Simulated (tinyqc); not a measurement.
From results back to parameters: averaged masses of warped heavy- and light-hole bands. Five cases, with inputs chosen for the exercise.

Problem. For B along [111] the central orbits have s = 1/4 all round, so the cyclotron masses are 1/(g1 -/+ sqrt(g2^2 + 3 g3^2)). They are given with the heavy-hole mass along [100], 1/(g1 - 2 g2); g2 and g3 are positive.

Find: g1; sqrt(g2^2 + 3 g3^2); g2; g3.

Method. The mean of the two inverse cyclotron masses is g1 and half their difference is the root; g2 = (g1 - 1/m[100])/2, and g3 follows.

Case 1.

heavy and light cyclotron mass for B along [111]; heavy mass along [100] (m0): 0.5592993  0.1604609  0.3322259

Solution.

g1 = 4.01
sqrt(g2^2 + 3 g3^2) = 2.222
g2 = 0.50
g3 = 1.25

Case 2.

heavy and light cyclotron mass for B along [111]; heavy mass along [100] (m0): 0.8866837  0.1574257  0.4807692

Solution.

g1 = 3.74
sqrt(g2^2 + 3 g3^2) = 2.612
g2 = 0.83
g3 = 1.43

Case 3.

heavy and light cyclotron mass for B along [111]; heavy mass along [100] (m0): 0.6626200  0.0801871  0.3508772

Solution.

g1 = 6.99
sqrt(g2^2 + 3 g3^2) = 5.481
g2 = 2.07
g3 = 2.93

Case 4.

heavy and light cyclotron mass for B along [111]; heavy mass along [100] (m0): 0.8792019  0.1581627  0.4784689

Solution.

g1 = 3.73
sqrt(g2^2 + 3 g3^2) = 2.593
g2 = 0.82
g3 = 1.42

Case 5.

heavy and light cyclotron mass for B along [111]; heavy mass along [100] (m0): 0.6423916  0.0799788  0.3412969

Solution.

g1 = 7.03
sqrt(g2^2 + 3 g3^2) = 5.473
g2 = 2.05
g3 = 2.93

Computed by tinyqc, one run a case: `OMP_NUM_THREADS=1 python tinyqc.py N N+1 out.jsonl` with N = 1051462, 1051479, 1051483, 1051490, 1051505; one thread of a shared Intel(R) Xeon(R) Processor @ 2.30GHz, about 0.03 s a run at most.
